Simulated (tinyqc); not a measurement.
Global model of a low-pressure process discharge: electron temperature, density, ion flux and ion energy: one step, computed by the program tinyqc.

Maxwellian electrons with temperature T_e in eV, one positive ion, no negative ions, uniform bulk density n; rate constants have the Arrhenius form.

Problem. Geometry factors. n_g = p/(k_B T_g); lambda_i = 1/(n_g sigma); h_L = 0.86/sqrt(3 + L/(2 lambda_i)), h_R = 0.8/sqrt(4 + R/lambda_i); A_eff = 2 pi R^2 h_L + 2 pi R L h_R; d_eff = pi R^2 L/A_eff.

Inputs (values chosen for the exercise, of the order of those of an inductive discharge in a simple atomic gas): ion-neutral cross section = 9.3e-19 m^2; pressure p = 0.72 Pa; gas temperature T_g = 400 K; radius R = 20 cm; height L = 11 cm.

Constants: k_B = 1.380649e-23 J/K.

Give: gas density n_g; ion mean free path; h_L; h_R; A_eff; d_eff.

Solution.

gas density n_g = 1.304e+20 1/m^3

ion mean free path = 0.8248 cm

h_L = 0.2766

h_R = 0.1505

A_eff = 903.2 cm^2

d_eff = 15.30 cm
